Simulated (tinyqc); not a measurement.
# AlGaN/GaN HEMT with access regions, lumped model, step by step

Numbers from tinyqc (`OMP_NUM_THREADS=1 python tinyqc.py 2570063 2570064 out.jsonl`; about 0.01 s on one thread of a shared Intel Xeon 2.30GHz). Printed values are rounded.

A polarisation-induced electron sheet under a Schottky gate, in series with two ungated access regions and contacts. Drift law v = mu E/(1 + mu E/vs) under the gate. Currents in mA/mm, resistances in ohm mm. No self-heating, no channel-length modulation; fits for polarisation, barrier and offset are chosen for the exercise.

Values chosen for this exercise; values close to those of AlGaN/GaN structures:

| symbol | value | unit | meaning |
|---|---|---|---|
| x | 0.16 |  | aluminium share of the barrier |
| d | 12 | nm | barrier thickness |
| eps_r | 9.5 |  | relative permittivity of barrier and channel |
| mu | 1700 | cm^2/(V s) | channel mobility |
| vs | 1.6e7 | cm/s | saturation velocity |
| Lg | 1.5 | um | gate length |
| Ls | 1.5 | um | source access length |
| Ld | 12 | um | drain access length |
| Rc | 0.45 | ohm mm | resistance of each contact |
| ft | 0.2 |  | share of the drain-access electrons removed by traps |
| Vg | 0.5 | V | gate voltage |
| Vd | 10 | V | drain voltage |
| Ec | 2.8 | MV/cm | critical field |
| te | 0.22 | um | depth over which the depleted charge spreads |
| tf | 100 | nm | insulator under the field plate |
| ei | 3.9 |  | relative permittivity of that insulator |

Constants: q = 1.602176634e-19 C, eps0 = 8.8541878128e-14 F/cm where lengths are in cm. Results are converted to the units shown.

## Polarisation charge, threshold and sheet resistance

sigma = (5e13 x + 1.6e13 x^2) cm^-2, phiB = 0.84 + 1.3 x, dEc = 0.7 (1.71 x + x^2) in volts, Cb = eps0 eps_r/d, VT = phiB - dEc - q sigma/Cb, access density n0 = -Cb VT/q. Rsh = 1/(q mu n0); largest access current q n0 vs.

sigma = 8.40960e12 cm^-2
Cb = 0.700957 uF/cm^2
VT = -1.08362 V
n0 = 4.74088e12 cm^-2
Rsh = 774.430 ohm
q n0 vs = 1215.32 mA/mm

## Iteration 1: drain current

I at the start = 230 mA/mm

Access resistance R(L, n) = L/(q mu n sqrt(1 - (I/(q n vs))^2)); Rs = Rc + R(Ls, n0), Rd = Rc + R(Ld, (1 - ft) n0). Vg' = Vg - I Rs, Vd' = Vd - I (Rs + Rd); with u = Vg' - VT, Vc = vs Lg/mu and w the smaller of Vd' and Vc [sqrt(1 + 2 u/Vc) - 1] (0 if negative), the channel gives (mu Cb/Lg)(u w - w^2/2)/(1 + w/Vc). I(new) = I + 0.5 (channel current - I).

Rs = 1.63302 ohm mm
Rd = 12.4058 ohm mm
Vg' = 0.124405 V
Vd' = 6.77107 V
channel current = 331.015 mA/mm
I after iteration 1 = 280.507 mA/mm

## Iteration 2: drain current

As before.

Rs = 1.64388 ohm mm
Rd = 12.5824 ohm mm
Vg' = 0.0388792 V
Vd' = 6.00943 V
channel current = 294.013 mA/mm
I after iteration 2 = 287.260 mA/mm

## Course of the iteration: drain current

Stop when I changes by less than 1e-6 mA/mm, or after 60 iterations. I must stay below q (1 - ft) n0 vs.

Course of the iteration:

| iteration | I (mA/mm) | \|change\| (mA/mm) |
|---|---|---|
| 1 | 280.507 | 50.5 |
| 2 | 287.260 | 6.75 |
| 3 | 288.186 | 0.926 |
| 4 | 288.313 | 0.127 |
| 5 | 288.331 | 0.0175 |
| 6 | 288.333 | 2.41e-3 |
| 7 | 288.334 | 3.32e-4 |
| 8 | 288.334 | 4.56e-5 |
| 9 | 288.334 | 6.28e-6 |
| 10 | 288.334 | 8.64e-7 |

Converged in 10 iterations. At the end each change is about 0.14 times the one before: linear convergence. Of Vd, 58.9 % reaches the channel; the access current is 30 % of its limit.

## On-resistance and breakdown

sigma = (5e13 x + 1.6e13 x^2) cm^-2, phiB = 0.84 + 1.3 x, dEc = 0.7 (1.71 x + x^2) in volts, Cb = eps0 eps_r/d, VT = phiB - dEc - q sigma/Cb, access density n0 = -Cb VT/q. Ron = 2 Rc + Ls/(q mu n0) + Ld/(q mu (1 - ft) n0) + Lg/(mu Cb (Vg - VT)). Off state: a depleted stretch that holds the voltage V has the peak field sqrt(k V), k = 2 q n0/(eps0 eps_r te), so one edge holds V1 = Ec^2/k. The sheet under the plate pinches off at Vf = q n0 (1/Cb + tf/(eps0 ei)); beyond it the gate edge is screened. BV = V1 if Vf >= V1, else Vf + V1, and at most Ec Ld. Specific resistance Ron (Ls + Lg + Ld); figure of merit BV^2 over it.

Ron = 14.4730 ohm mm
Vf = 23.0802 V
V1 = 95.5019 V
BV = 118.582 V
specific resistance = 2.17094 mohm cm^2
figure of merit = 6.47724 MW/cm^2

The plate raises BV by a factor of 1.24.
